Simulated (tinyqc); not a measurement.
Atomic layer deposition: Langmuir saturation, growth per cycle and coating of deep features: one step, computed by the program tinyqc. Command: `OMP_NUM_THREADS=1 python tinyqc.py 3000459 3000460 out.jsonl ald walk`. One thread of a shared host (Intel(R) Xeon(R) Processor @ 2.30GHz), about 0.06 s of CPU time with the checks.

Precursor A sticks only on free sites, so a long enough pulse saturates; co-reactant B then frees the sites again.

Task: Flux and saturation time. Wall flux F = p/sqrt(2 pi M k_B T); rate of filling k_a = beta F/q; desorption k_d = 1e13 exp(-E_d/(k_B T)) per second. 1/m^2 = 1e-18/nm^2. Temperatures in kelvin are T(C) + 273.15.

Inputs (values chosen for the exercise, modelled on silicon dioxide from an aminosilane and ozone):
```
quantity,value,unit
precursor mass M,174,u
site density q,2.5,1/nm^2
sticking probability beta on free sites,0.011,-
precursor pressure p,1.7,Pa
temperature T,125,C
desorption energy E_d,1.18,eV
```

Constants: u = 1.6605390666e-27 kg; k_B = 1.380649e-23 J/K; k_B = 8.617333262e-05 eV/K.

Give: flux F; k_a; k_d; time to 99 % without desorption, ln(100)/k_a.

Result:

flux F = 17017 1/(nm^2 s)

k_a = 74.88 1/s

k_d = 0.01158 1/s

time to 99 % without desorption, ln(100)/k_a = 0.06150 s
